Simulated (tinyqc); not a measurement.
Impurity fraction: conduction-band anticrossing with a localised impurity level.

Host conduction band EM(k) = Eg - al x + c k^2/mM, c = hbar^2/2m0, coupled to a flat level EI by V = C sqrt(x): H = [[EM, V], [V, EI]], E+/- = (EM + EI)/2 +/- sqrt((EM - EI)^2/4 + V^2). The host weight of a state at E is f = 1/(1 + V^2/(E - EI)^2), and its mass at k = 0 is mM/f. The gap is E-(0), the valence top staying at 0.

Constants: hbar^2/2m0 = 3.80998211 eV angstrom^2.

Inputs chosen for the exercise (host near GaAs; the results hold for these values, not for the real material):
- Eg = 1.502 eV (gap at Gamma to the s-like level)
- mM = 0.0661 m0 (mass of the host band)
- EI = 1.769 eV (impurity level, from the valence top of the host)
- C = 2.82 eV (coupling)
- al = 1.95 eV (linear shift of the host edge)

The last column is the bowing that a quadratic law would need at that x, (Eg - gap)/(x (1 - x)), with equal end gaps.

Results:

| x (%) | E- (eV) | E+ (eV) | gap (eV) | host weight of E- | mass of E- | bowing (eV) |
|---|---|---|---|---|---|---|
| 0.1 | 1.4732 | 1.7959 | 1.4732 | 0.917 | 0.0721 | 28.9 |
| 0.2 | 1.4485 | 1.8186 | 1.4485 | 0.866 | 0.0763 | 26.8 |
| 0.5 | 1.3879 | 1.8733 | 1.3879 | 0.785 | 0.0842 | 22.9 |
| 1.0 | 1.3095 | 1.9420 | 1.3095 | 0.726 | 0.0910 | 19.4 |
| 2.0 | 1.1889 | 2.0431 | 1.1889 | 0.679 | 0.0973 | 16.0 |
| 3.0 | 1.0914 | 2.1211 | 1.0914 | 0.658 | 0.1004 | 14.1 |
| 5.0 | 0.9304 | 2.2431 | 0.9304 | 0.639 | 0.1035 | 12.0 |
| 8.0 | 0.7323 | 2.3827 | 0.7323 | 0.628 | 0.1052 | 10.5 |

The apparent bowing falls from 28.9 to 10.5 eV, so no single constant describes the gap: the part from the coupling goes as x while V is small against |EM - EI| and as sqrt(x) beyond (V = |Eg - EI| near x = 0.90 %), with the linear term al x on top; the fall of the gap goes as the power 0.89 of x between the first two rows and 0.63 between the last two. The mass of E- goes from 0.0721 to 0.1052, higher although the gap falls, against the usual k.p trend; with al = 0 the weight tends to 1/2 at large x.

Run: tinyqc, `OMP_NUM_THREADS=1 python tinyqc.py 1080088 1080089 out.jsonl`; Intel(R) Xeon(R) Processor @ 2.30GHz, one thread, shared host; about 0.01 s of CPU time with all checks.
